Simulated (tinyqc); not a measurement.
Empirical pseudopotential in a few plane waves, step by step. One step of it, computed by the program tinyqc.

Question. Levels at G. Diagonalise the Hermitian matrix.

H(k) at G (eV):
```
                     +0+0+0               -1-1-1               -1-1+1               -1+1-1
+0+0+0             0.000000   2.155032+1.154481i  -2.155032+1.154481i  -2.155032+1.154481i
-1-1-1   2.155032-1.154481i            11.016508   0.000000-1.251724i   0.000000-1.251724i
-1-1+1  -2.155032-1.154481i   0.000000+1.251724i            11.016508             0.503411
-1+1-1  -2.155032-1.154481i   0.000000+1.251724i             0.503411            11.016508
-1+1+1  -2.155032+1.154481i            -0.503411   0.000000+1.251724i   0.000000+1.251724i
+1-1-1  -2.155032-1.154481i   0.000000+1.251724i             0.503411             0.503411
+1-1+1  -2.155032+1.154481i            -0.503411   0.000000+1.251724i             0.000000
+1+1-1  -2.155032+1.154481i            -0.503411             0.000000   0.000000+1.251724i
+1+1+1   2.155032+1.154481i             0.000000            -0.503411            -0.503411
-2+0+0   0.000000-1.251724i  -2.155032+1.154481i  -2.155032-1.154481i  -2.155032-1.154481i
+0-2+0   0.000000-1.251724i  -2.155032+1.154481i  -2.155032-1.154481i   0.355965-0.336724i
+0+0-2   0.000000-1.251724i  -2.155032+1.154481i   0.355965-0.336724i  -2.155032-1.154481i
+0+0+2   0.000000+1.251724i  -0.355965-0.336724i   2.155032+1.154481i  -0.355965+0.336724i
+0+2+0   0.000000+1.251724i  -0.355965-0.336724i  -0.355965+0.336724i   2.155032+1.154481i
+2+0+0   0.000000+1.251724i  -0.355965-0.336724i  -0.355965+0.336724i  -0.355965+0.336724i

                     -1+1+1               +1-1-1               +1-1+1               +1+1-1
+0+0+0  -2.155032-1.154481i  -2.155032+1.154481i  -2.155032-1.154481i  -2.155032-1.154481i
-1-1-1            -0.503411   0.000000-1.251724i            -0.503411            -0.503411
-1-1+1   0.000000-1.251724i             0.503411   0.000000-1.251724i             0.000000
-1+1-1   0.000000-1.251724i             0.503411             0.000000   0.000000-1.251724i
-1+1+1            11.016508             0.000000             0.503411             0.503411
+1-1-1             0.000000            11.016508   0.000000-1.251724i   0.000000-1.251724i
+1-1+1             0.503411   0.000000+1.251724i            11.016508             0.503411
+1+1-1             0.503411   0.000000+1.251724i             0.503411            11.016508
+1+1+1   0.000000+1.251724i            -0.503411   0.000000+1.251724i   0.000000+1.251724i
-2+0+0   2.155032-1.154481i   0.355965-0.336724i  -0.355965-0.336724i  -0.355965-0.336724i
+0-2+0  -0.355965-0.336724i  -2.155032-1.154481i   2.155032-1.154481i  -0.355965-0.336724i
+0+0-2  -0.355965-0.336724i  -2.155032-1.154481i  -0.355965-0.336724i   2.155032-1.154481i
+0+0+2  -2.155032+1.154481i  -0.355965+0.336724i  -2.155032+1.154481i   0.355965+0.336724i
+0+2+0  -2.155032+1.154481i  -0.355965+0.336724i   0.355965+0.336724i  -2.155032+1.154481i
+2+0+0   0.355965+0.336724i   2.155032+1.154481i  -2.155032+1.154481i  -2.155032+1.154481i

                     +1+1+1               -2+0+0               +0-2+0               +0+0-2
+0+0+0   2.155032-1.154481i   0.000000+1.251724i   0.000000+1.251724i   0.000000+1.251724i
-1-1-1             0.000000  -2.155032-1.154481i  -2.155032-1.154481i  -2.155032-1.154481i
-1-1+1            -0.503411  -2.155032+1.154481i  -2.155032+1.154481i   0.355965+0.336724i
-1+1-1            -0.503411  -2.155032+1.154481i   0.355965+0.336724i  -2.155032+1.154481i
-1+1+1   0.000000-1.251724i   2.155032+1.154481i  -0.355965+0.336724i  -0.355965+0.336724i
+1-1-1            -0.503411   0.355965+0.336724i  -2.155032+1.154481i  -2.155032+1.154481i
+1-1+1   0.000000-1.251724i  -0.355965+0.336724i   2.155032+1.154481i  -0.355965+0.336724i
+1+1-1   0.000000-1.251724i  -0.355965+0.336724i  -0.355965+0.336724i   2.155032+1.154481i
+1+1+1            11.016508  -0.355965-0.336724i  -0.355965-0.336724i  -0.355965-0.336724i
-2+0+0  -0.355965+0.336724i            14.688678             0.503411             0.503411
+0-2+0  -0.355965+0.336724i             0.503411            14.688678             0.503411
+0+0-2  -0.355965+0.336724i             0.503411             0.503411            14.688678
+0+0+2  -2.155032-1.154481i            -0.503411            -0.503411             0.000000
+0+2+0  -2.155032-1.154481i            -0.503411             0.000000            -0.503411
+2+0+0  -2.155032-1.154481i             0.000000            -0.503411            -0.503411

                     +0+0+2               +0+2+0               +2+0+0
+0+0+0   0.000000-1.251724i   0.000000-1.251724i   0.000000-1.251724i
-1-1-1  -0.355965+0.336724i  -0.355965+0.336724i  -0.355965+0.336724i
-1-1+1   2.155032-1.154481i  -0.355965-0.336724i  -0.355965-0.336724i
-1+1-1  -0.355965-0.336724i   2.155032-1.154481i  -0.355965-0.336724i
-1+1+1  -2.155032-1.154481i  -2.155032-1.154481i   0.355965-0.336724i
+1-1-1  -0.355965-0.336724i  -0.355965-0.336724i   2.155032-1.154481i
+1-1+1  -2.155032-1.154481i   0.355965-0.336724i  -2.155032-1.154481i
+1+1-1   0.355965-0.336724i  -2.155032-1.154481i  -2.155032-1.154481i
+1+1+1  -2.155032+1.154481i  -2.155032+1.154481i  -2.155032+1.154481i
-2+0+0            -0.503411            -0.503411             0.000000
+0-2+0            -0.503411             0.000000            -0.503411
+0+0-2             0.000000            -0.503411            -0.503411
+0+0+2            14.688678             0.503411             0.503411
+0+2+0             0.503411            14.688678             0.503411
+2+0+0             0.503411             0.503411            14.688678
```

Give: eigenvalues.

Answer.

eigenvalues (eV): -5.7043  6.2609  6.2609  6.2609  9.0012  11.3532  11.3532  11.3532  13.6819  13.6819  16.6427  18.1008  18.1008  18.1008  21.8163
